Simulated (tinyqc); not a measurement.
Inside a calculation (part 2 of 2). Method: UHF in the sto-3g basis, for H6, spin multiplicity 1. This run ends on a higher stationary point, not on the lowest solution. Computed by tinyqc, a small Python program that keeps every step (integrals from PySCF). Command: `OMP_NUM_THREADS=1 python tinyqc.py 27687 27688 out.jsonl` (the two numbers bound the seeds that draw the settings). One thread of a shared host (Intel(R) Xeon(R) Processor @ 2.60GHz), about 0.1 s of CPU time with the checks.

Geometry (angstrom):
```
atom,x,y,z
H,0.0000,0.0000,0.0000
H,0.0000,0.0000,1.3630
H,0.0000,0.0000,2.9240
H,0.0000,0.0000,4.2870
H,0.0000,0.0000,5.8490
H,0.0000,0.0000,7.2120
```

## Iteration 3: DIIS over 3 matrices

error matrix X^T (FDS - SDF) X (alpha):
```
,1,2,3,4,5,6
1,0.0000,-0.0048,-0.0086,-0.0036,0.0029,0.0018
2,0.0048,0.0000,0.0103,0.0079,-0.0012,-0.0007
3,0.0086,-0.0103,0.0000,-0.0094,-0.0144,0.0016
4,0.0036,-0.0079,0.0094,0.0000,0.0077,0.0148
5,-0.0029,0.0012,0.0144,-0.0077,0.0000,-0.0092
6,-0.0018,0.0007,-0.0016,-0.0148,0.0092,0.0000
```

B (overlaps of the stored error matrices):
```
,1,2,3
1,4.4060667e-01,-1.0895905e-01,7.5504374e-03
2,-1.0895905e-01,6.5859213e-02,9.1374149e-03
3,7.5504374e-03,9.1374149e-03,3.8147695e-03
```

Minimise |sum c_i e_i|^2 with sum c_i = 1: solve [B -1; -1 0][c; lambda] = [0; -1] with B_ij = tr e_i^T e_j summed over both spins, and take F = sum c_i F_i.

DIIS coefficients: -0.1164  -0.3793  1.4957

extrapolated F(alpha) (hartree):
```
,1H 1s,2H 1s,3H 1s,4H 1s,5H 1s,6H 1s
1H 1s,-0.1726,-0.3478,-0.0359,0.0152,0.0014,-0.0047
2H 1s,-0.3478,-0.1849,-0.1975,-0.0420,0.0015,0.0022
3H 1s,-0.0359,-0.1975,-0.2574,-0.3399,-0.0385,0.0137
4H 1s,0.0152,-0.0420,-0.3399,-0.1294,-0.1831,-0.0480
5H 1s,0.0014,0.0015,-0.0385,-0.1831,-0.1960,-0.3504
6H 1s,-0.0047,0.0022,0.0137,-0.0480,-0.3504,-0.1496
```

extrapolated F(beta) (hartree):
```
,1H 1s,2H 1s,3H 1s,4H 1s,5H 1s,6H 1s
1H 1s,-0.1495,-0.3504,-0.0481,0.0137,0.0022,-0.0047
2H 1s,-0.3504,-0.1961,-0.1834,-0.0385,0.0015,0.0014
3H 1s,-0.0481,-0.1834,-0.1295,-0.3399,-0.0420,0.0151
4H 1s,0.0137,-0.0385,-0.3399,-0.2573,-0.1972,-0.0359
5H 1s,0.0022,0.0015,-0.0420,-0.1972,-0.1848,-0.3478
6H 1s,-0.0047,0.0014,0.0151,-0.0359,-0.3478,-0.1725
```

## Iteration 3: diagonalisation and new density

X:
```
,1H 1s,2H 1s,3H 1s,4H 1s,5H 1s,6H 1s
1H 1s,1.0400,-0.1702,0.0200,-0.0033,0.0004,-0.0001
2H 1s,-0.1702,1.0640,-0.1331,0.0206,-0.0025,0.0004
3H 1s,0.0200,-0.1331,1.0649,-0.1747,0.0206,-0.0033
4H 1s,-0.0033,0.0206,-0.1747,1.0648,-0.1329,0.0200
5H 1s,0.0004,-0.0025,0.0206,-0.1329,1.0639,-0.1702
6H 1s,-0.0001,0.0004,-0.0033,0.0200,-0.1702,1.0400
```

Diagonalise F' = X^T F X, C = X C', fill 3 alpha and 3 beta electrons from the bottom; D(s) = C_occ C_occ^T. Each column has its largest component positive (the first on a tie).

F' = X^T F X (alpha) (hartree):
```
,1,2,3,4,5,6
1,-0.0693,-0.3335,0.0309,0.0122,0.0004,-0.0051
2,-0.3335,-0.0388,-0.1791,0.0247,0.0001,0.0011
3,0.0309,-0.1791,-0.1190,-0.3276,0.0259,0.0123
4,0.0122,0.0247,-0.3276,0.0175,-0.1773,0.0184
5,0.0004,0.0001,0.0259,-0.1773,-0.0520,-0.3364
6,-0.0051,0.0011,0.0123,0.0184,-0.3364,-0.0443
```

orbital energies (alpha) (hartree): MO1 -0.4795, MO2 -0.4116, MO3 -0.3217, MO4 0.1504, MO5 0.3075, MO6 0.4490

coefficients C (alpha):
```
,MO1,MO2,MO3,MO4,MO5,MO6
1H 1s,0.2476,-0.3621,-0.4671,0.4679,-0.6009,-0.3469
2H 1s,0.3450,-0.3804,-0.3105,-0.3073,0.6734,0.5206
3H 1s,0.4934,-0.0887,0.4873,-0.4656,-0.2142,-0.6569
4H 1s,0.3625,0.1221,0.3600,0.5769,-0.1591,0.7408
5H 1s,0.2664,0.4971,-0.2718,0.3070,0.5937,-0.5833
6H 1s,0.1841,0.4414,-0.3574,-0.5355,-0.5573,0.3963
```

F' = X^T F X (beta) (hartree):
```
,1,2,3,4,5,6
1,-0.0442,-0.3364,0.0185,0.0124,0.0011,-0.0051
2,-0.3364,-0.0520,-0.1776,0.0259,0.0001,0.0003
3,0.0185,-0.1776,0.0175,-0.3276,0.0247,0.0122
4,0.0124,0.0259,-0.3276,-0.1191,-0.1788,0.0309
5,0.0011,0.0001,0.0247,-0.1788,-0.0388,-0.3335
6,-0.0051,0.0003,0.0122,0.0309,-0.3335,-0.0691
```

orbital energies (beta) (hartree): MO1 -0.4795, MO2 -0.4116, MO3 -0.3217, MO4 0.1504, MO5 0.3075, MO6 0.4490

coefficients C (beta):
```
,MO1,MO2,MO3,MO4,MO5,MO6
1H 1s,0.1849,0.4407,-0.3577,-0.5361,-0.5564,0.3969
2H 1s,0.2675,0.4965,-0.2721,0.3072,0.5927,-0.5843
3H 1s,0.3629,0.1216,0.3598,0.5766,-0.1588,0.7412
4H 1s,0.4932,-0.0897,0.4874,-0.4660,-0.2144,-0.6563
5H 1s,0.3441,-0.3814,-0.3106,-0.3068,0.6742,0.5195
6H 1s,0.2469,-0.3627,-0.4668,0.4674,-0.6018,-0.3463
```

D(alpha) after iteration 3:
```
,1H 1s,2H 1s,3H 1s,4H 1s,5H 1s,6H 1s
1H 1s,0.4106,0.3682,-0.0733,-0.1226,0.0129,0.0527
2H 1s,0.3682,0.3602,0.0527,-0.0332,-0.0128,0.0066
3H 1s,-0.0733,0.0527,0.4888,0.3435,-0.0451,-0.1225
4H 1s,-0.1226,-0.0332,0.3435,0.2759,0.0594,-0.0080
5H 1s,0.0129,-0.0128,-0.0451,0.0594,0.3920,0.3656
6H 1s,0.0527,0.0066,-0.1225,-0.0080,0.3656,0.3565
```

D(beta) after iteration 3:
```
,1H 1s,2H 1s,3H 1s,4H 1s,5H 1s,6H 1s
1H 1s,0.3563,0.3656,-0.0080,-0.1227,0.0066,0.0527
2H 1s,0.3656,0.3921,0.0595,-0.0452,-0.0128,0.0130
3H 1s,-0.0080,0.0595,0.2760,0.3435,-0.0332,-0.1224
4H 1s,-0.1227,-0.0452,0.3435,0.4889,0.0526,-0.0732
5H 1s,0.0066,-0.0128,-0.0332,0.0526,0.3603,0.3683
6H 1s,0.0527,0.0130,-0.1224,-0.0732,0.3683,0.4104
```

## Iteration 21 (converged): orbitals

converged F(alpha) (hartree):
```
,1H 1s,2H 1s,3H 1s,4H 1s,5H 1s,6H 1s
1H 1s,-0.1604,-0.3429,-0.0408,0.0126,0.0014,-0.0036
2H 1s,-0.3429,-0.1865,-0.1861,-0.0399,-0.0005,0.0014
3H 1s,-0.0408,-0.1861,-0.1868,-0.3393,-0.0398,0.0126
4H 1s,0.0126,-0.0399,-0.3393,-0.1867,-0.1858,-0.0407
5H 1s,0.0014,-0.0005,-0.0398,-0.1858,-0.1864,-0.3430
6H 1s,-0.0036,0.0014,0.0126,-0.0407,-0.3430,-0.1604
```

converged F(beta) (hartree):
```
,1H 1s,2H 1s,3H 1s,4H 1s,5H 1s,6H 1s
1H 1s,-0.1604,-0.3429,-0.0408,0.0126,0.0014,-0.0036
2H 1s,-0.3429,-0.1865,-0.1861,-0.0399,-0.0005,0.0014
3H 1s,-0.0408,-0.1861,-0.1868,-0.3393,-0.0398,0.0126
4H 1s,0.0126,-0.0399,-0.3393,-0.1867,-0.1858,-0.0407
5H 1s,0.0014,-0.0005,-0.0398,-0.1858,-0.1864,-0.3430
6H 1s,-0.0036,0.0014,0.0126,-0.0407,-0.3430,-0.1604
```

As before.

F' = X^T F X (alpha) (hartree):
```
,1,2,3,4,5,6
1,-0.0581,-0.3288,0.0249,0.0103,0.0007,-0.0040
2,-0.3288,-0.0441,-0.1750,0.0258,-0.0020,0.0007
3,0.0249,-0.1750,-0.0443,-0.3292,0.0258,0.0102
4,0.0103,0.0258,-0.3292,-0.0444,-0.1747,0.0249
5,0.0007,-0.0020,0.0258,-0.1747,-0.0441,-0.3289
6,-0.0040,0.0007,0.0102,0.0249,-0.3289,-0.0581
```

orbital energies (alpha) (hartree): MO1 -0.4688, MO2 -0.4037, MO3 -0.3130, MO4 0.1449, MO5 0.3000, MO6 0.4474

coefficients C (alpha):
```
,MO1,MO2,MO3,MO4,MO5,MO6
1H 1s,0.2271,-0.4080,-0.4089,0.5044,-0.5799,0.3674
2H 1s,0.3154,-0.4389,-0.2873,-0.3154,0.6338,-0.5507
3H 1s,0.4212,-0.1037,0.4362,-0.5197,-0.1866,0.7068
4H 1s,0.4210,0.1041,0.4364,0.5200,-0.1871,-0.7063
5H 1s,0.3147,0.4397,-0.2870,0.3152,0.6347,0.5495
6H 1s,0.2265,0.4087,-0.4084,-0.5039,-0.5808,-0.3667
```

F' = X^T F X (beta) (hartree):
```
,1,2,3,4,5,6
1,-0.0581,-0.3288,0.0249,0.0103,0.0007,-0.0040
2,-0.3288,-0.0441,-0.1750,0.0258,-0.0020,0.0007
3,0.0249,-0.1750,-0.0443,-0.3292,0.0258,0.0102
4,0.0103,0.0258,-0.3292,-0.0444,-0.1747,0.0249
5,0.0007,-0.0020,0.0258,-0.1747,-0.0441,-0.3289
6,-0.0040,0.0007,0.0102,0.0249,-0.3289,-0.0581
```

orbital energies (beta) (hartree): MO1 -0.4688, MO2 -0.4037, MO3 -0.3130, MO4 0.1449, MO5 0.3000, MO6 0.4474

coefficients C (beta):
```
,MO1,MO2,MO3,MO4,MO5,MO6
1H 1s,0.2271,-0.4080,-0.4089,0.5044,-0.5799,0.3674
2H 1s,0.3154,-0.4389,-0.2873,-0.3154,0.6338,-0.5507
3H 1s,0.4212,-0.1037,0.4362,-0.5197,-0.1866,0.7068
4H 1s,0.4210,0.1041,0.4364,0.5200,-0.1871,-0.7063
5H 1s,0.3147,0.4397,-0.2870,0.3152,0.6347,0.5495
6H 1s,0.2265,0.4087,-0.4084,-0.5039,-0.5808,-0.3667
```

D(alpha) after iteration 21:
```
,1H 1s,2H 1s,3H 1s,4H 1s,5H 1s,6H 1s
1H 1s,0.3852,0.3682,-0.0404,-0.1253,0.0094,0.0517
2H 1s,0.3682,0.3747,0.0531,-0.0383,-0.0113,0.0094
3H 1s,-0.0404,0.0531,0.3785,0.3569,-0.0383,-0.1251
4H 1s,-0.1253,-0.0383,0.3569,0.3785,0.0530,-0.0403
5H 1s,0.0094,-0.0113,-0.0383,0.0530,0.3747,0.3682
6H 1s,0.0517,0.0094,-0.1251,-0.0403,0.3682,0.3852
```

D(beta) after iteration 21:
```
,1H 1s,2H 1s,3H 1s,4H 1s,5H 1s,6H 1s
1H 1s,0.3852,0.3682,-0.0404,-0.1253,0.0094,0.0517
2H 1s,0.3682,0.3747,0.0531,-0.0383,-0.0113,0.0094
3H 1s,-0.0404,0.0531,0.3785,0.3569,-0.0383,-0.1251
4H 1s,-0.1253,-0.0383,0.3569,0.3785,0.0530,-0.0403
5H 1s,0.0094,-0.0113,-0.0383,0.0530,0.3747,0.3682
6H 1s,0.0517,0.0094,-0.1251,-0.0403,0.3682,0.3852
```

## Convergence

Stop when the energy changes by less than 1e-10 hartree and every element of the error matrix X^T (F D S - S D F) X (for each spin) is below 3e-06.

Course of the cycle:
```
iteration,E (hartree),change,largest element of the error matrix
1,-2.368277,-,2.07e-01
2,-2.813266,-4.45e-01,7.38e-02
3,-2.861689,-4.84e-02,1.48e-02
4,-2.866661,-4.97e-03,1.10e-02
5,-2.868137,-1.48e-03,1.26e-02
6,-2.863894,4.24e-03,2.42e-03
7,-2.863972,-7.73e-05,2.97e-03
8,-2.863832,1.40e-04,2.59e-03
9,-2.863571,2.61e-04,2.00e-04
10,-2.863570,1.45e-07,4.52e-05
11,-2.863570,-1.44e-09,1.96e-05
12,-2.863570,-7.05e-10,1.48e-05
13,-2.863570,-9.36e-10,1.64e-05
14,-2.863570,6.12e-09,7.34e-06
15,-2.863570,3.66e-10,4.69e-06
16,-2.863570,1.52e-10,4.23e-06
17,-2.863570,2.57e-10,4.09e-06
18,-2.863570,-2.74e-12,4.17e-06
19,-2.863570,1.41e-10,3.14e-06
20,-2.863570,2.22e-10,2.44e-07
21,-2.863570,4.39e-13,3.50e-08
```

PySCF UHF in the same basis, after a stability check = -2.941362 hartree

Converged in 21 iterations. But the solution lies 0.07779 hartree above the reference: it is another stationary point, not the lowest one. Reruns (cap 100 unless said): DIIS 8: converged in 15 to a higher stationary point; damping 0.5: converged in 79; level shift 0.5: converged in 60; atomic densities as start, DIIS 8: converged in 10 to a higher stationary point.

## Populations, bond orders and dipole

overlap S:
```
,1H 1s,2H 1s,3H 1s,4H 1s,5H 1s,6H 1s
1H 1s,1.0000,0.3112,0.0214,0.0008,0.0000,0.0000
2H 1s,0.3112,1.0000,0.2351,0.0214,0.0005,0.0000
3H 1s,0.0214,0.2351,1.0000,0.3112,0.0214,0.0008
4H 1s,0.0008,0.0214,0.3112,1.0000,0.2348,0.0214
5H 1s,0.0000,0.0005,0.0214,0.2348,1.0000,0.3112
6H 1s,0.0000,0.0000,0.0008,0.0214,0.3112,1.0000
```

Mulliken: Z minus the diagonal of D S on the atom; Loewdin: the same with S^(1/2) D S^(1/2); Mayer order: 2 sum_s sum (D(s) S)_ij (D(s) S)_ji over the two atoms.

Charges (e):
```
atom,Mulliken,Loewdin,Mulliken spin
1H,0.0024,0.0005,-5.04e-07
2H,-0.0019,-6.60e-05,4.72e-07
3H,-4.99e-04,-4.65e-04,5.74e-08
4H,-0.0005,-4.89e-04,-2.91e-08
5H,-0.0019,-7.67e-05,-7.08e-08
6H,0.0024,0.0006,7.41e-08
```

Mayer bond orders:
```
pair,order
2-1,0.9249
3-1,-0.0010
3-2,0.0751
4-1,0.0654
4-2,-0.0009
4-3,0.8617
5-1,-9.44e-05
5-2,0.0010
5-3,-0.0009
5-4,0.0749
6-1,0.0108
6-2,-9.43e-05
6-3,0.0652
6-4,-0.0010
6-5,0.9251
```

dipole moment about the origin, x y z (debye): 0.0000  0.0000  -0.0001

<S^2> of the determinant (pure state: 0) = 0.0000
